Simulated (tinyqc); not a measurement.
One level coupled to a phonon between two leads, self-consistent Born approximation: one step of the calculation.

Wide-band leads with mu_L = +V/2 and mu_R = -V/2; phonons in equilibrium, Nq = 1/(exp(w0/kB T) - 1). Scattering links only energies that differ by w0, so a ladder E_k = E1 + k w0 closes on itself; terms that reach past its ends are dropped. Gn and Gp are the electron and hole parts of the spectral function A = Gn + Gp.

Problem. Green functions. |G|^2 = 1/[(E - ed)^2 + (GL + GR + Sin + Sout)^2/4], Gn = |G|^2 (GL fL + GR fR + Sin), Gp = |G|^2 (GL (1 - fL) + GR (1 - fR) + Sout), f = 1/(1 + exp((E - mu)/kB T)). On a single ladder the real part of the phonon self-energy, which needs all energies, is left out.

Parameters, values chosen for the exercise: temperature of leads and phonons T = 300 K; level ed = 33 meV; coupling to the left lead GL = 8.5 meV; coupling to the right lead GR = 11 meV; bias V = 61 mV.

Constants: q = 1.602176634e-19 C, kB = 1.380649e-23 J/K, Vt = kB T/q. Results are converted to the units shown.

```
rung  E (meV)   Sin (meV)   Sout (meV)
0         -53  0.10110662  0.019518497
1         -28  0.22777254  0.095788574
2          -3  0.89705698   0.74856323
3          22  0.43213722   0.83957805
4          47  0.35647299    1.9592623
5          72  0.13486164    1.6439468
```

Wanted: Gn after iteration 1; Gp after iteration 1.

Solution.

```
rung  Gn after iteration 1 (1/meV)  Gp after iteration 1 (1/meV)
0                        0.0021396                     4.7916e-4
1                        0.0034460                     0.0017445
2                        0.0073827                     0.0076378
3                         0.029059                      0.061700
4                         0.012119                      0.057142
5                        0.0010777                      0.011943
```

Range of the model: The self-consistent Born approximation keeps only non-crossing phonon lines and no Hartree shift; it is rough once the coupling nears the phonon energy.

Program tinyqc, `OMP_NUM_THREADS=1 python tinyqc.py 2720019 2720020 out.jsonl`; Intel Xeon 2.30GHz, shared host, one thread, about 0.05 s.
